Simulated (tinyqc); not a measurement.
Worked calculation: thermal, flicker and telegraph noise of a field-effect transistor. Computed by tinyqc, a small Python program that keeps every step. Command: `OMP_NUM_THREADS=1 python tinyqc.py 3023436 3023437 out.jsonl noise walk`. One thread of a shared host (Intel(R) Xeon(R) Processor @ 2.30GHz), about 0.01 s of CPU time with the checks. Intermediate numbers are printed to about 7 digits and carried at full precision; extremes and crossings named in words are read from the listed rows.

Strong inversion, threshold roll-off and channel-length modulation left out; noise sources are uncorrelated and are given as one-sided spectral densities.

Inputs (values chosen for the exercise, modelled on a silicon n-channel):
```
quantity,value,unit
width W,1.7,micrometre
length L,610,nm
electrical oxide thickness t,2.9,nm
mobility mu,440,cm^2/(V s)
saturation velocity v_s,0.85,1e7 cm/s
overdrive V_ov,0.68,V
thermal noise factor gamma,1.6,-
oxide trap density N_t,9.1e+15,1/(eV cm^3)
oxide barrier phi,2,eV
oxide mass m_ox,0.47,m_0
Coulomb scattering coefficient alpha_sc,26000,V s/C
frequency f,9000,Hz
temperature T,200,K
```

Operating region: saturation. Flicker model: number with correlated mobility.

Constants: eps_0 = 8.8541878128e-12 F/m; hbar = 1.054571817e-34 J s; m_0 = 9.1093837015e-31 kg; e = 1.602176634e-19 C; k_B = 8.617333262e-05 eV/K; k_B = 1.380649e-23 J/K.

## Operating point

C_ox = 3.9 eps_0/t; V_c = 2 v_s L/mu; I = W C_ox v_s V_ov^2/(V_ov + V_c); g_m = W C_ox v_s V_ov (V_ov + 2 V_c)/(V_ov + V_c)^2; g_d0 = mu C_ox (W/L) V_ov.

C_ox = 1.190736 microfarad/cm^2

drain current I = 261.9885 microampere

g_m = 684.2837 microsiemens

g_d0 = 992.8783 microsiemens

## Flicker noise

Tunnelling length lambda = hbar/(2 sqrt(2 m_ox phi)); flat-band noise S_Vfb = e^2 k_B T lambda N_t/(W L C_ox^2 f). S_I = g_m^2 S_Vfb (1 + alpha_sc mu C_ox I/g_m)^2.

tunnelling length lambda = 1.006625 angstrom

S_Vfb = 3.062532e-16 V^2/Hz

flicker S_I = 5.539758e-21 A^2/Hz

flicker S_I/I^2 = 8.070982e-14 1/Hz

Caution: fewer than one trap per decade of time constant is active, so one device shows telegraph steps and the 1/f law is only a mean over many devices.

## Thermal noise and corner

Thermal: S_I = 4 k_B T gamma g_d0; input-referred S_V = S_I/g_m^2; corner f_c where flicker equals thermal. Total input noise from 1 Hz to f_c: sqrt(S_V,thermal [f_c ln(f_c/1 Hz) + f_c - 1 Hz]).

thermal S_I = 1.754645e-23 A^2/Hz

input-referred thermal noise = 6.121508 nV/sqrt(Hz)

corner frequency f_c = 2841477 Hz

input noise up to f_c = 41.09413 microvolt

full shot noise 2eI over thermal S_I = 4.784465

At f the noise is flicker dominated (f_c/f = 316).

## How many traps?

Active traps per decade of time constant: N_dec = N_t k_B T W L lambda ln(10); a single trap at the interface shifts the threshold by e/(W L C_ox) and the current by g_m times that; tunnelling depth for frequency f, z = lambda ln(1/(2 pi f tau_0)), tau_0 = 1e-10 s.

traps per decade = 0.03769695

threshold step of one trap = 0.01297527 mV

current step of one trap = 0.003388990 %

depth probed at f = 1.216304 nm

With fewer than one trap per decade the spectrum is not a smooth 1/f but a few Lorentzians, seen in time as telegraph steps, and S_Vfb is only the mean over many devices.

## Telling the models apart

The formulas are those given above.

Against the overdrive:
```
V_ov (V),I (microampere),(g_m/I)^2 (1/V^2),S_I/I^2 (1/Hz),S_I/g_m^2 (V^2/Hz)
0.20,26.9180,92.33075,1.652772e-13,1.790056e-15
0.25,41.2527,58.00941,1.381416e-13,2.381366e-15
0.32,65.8210,34.53234,1.164341e-13,3.371742e-15
0.40,99.8608,21.50421,1.021052e-13,4.748150e-15
0.50,150.5707,13.32221,9.136181e-14,6.857857e-15
0.63,228.6417,8.06446,8.299197e-14,1.029108e-14
0.80,348.8298,4.76647,7.650378e-14,1.605040e-14
1.00,512.5726,2.89714,7.191698e-14,2.482343e-14
```

S_I/I^2 falls as V_ov^-0.80 at first and V_ov^-0.28 at the end; (g_m/I)^2 as V_ov^-2.08 and V_ov^-2.23. The input-referred noise rises by a factor 13.9, because trapped charge also scatters, and that term grows with I/g_m.

Checks made by the program: g_m against a numerical derivative of I (relative difference below 1e-10).
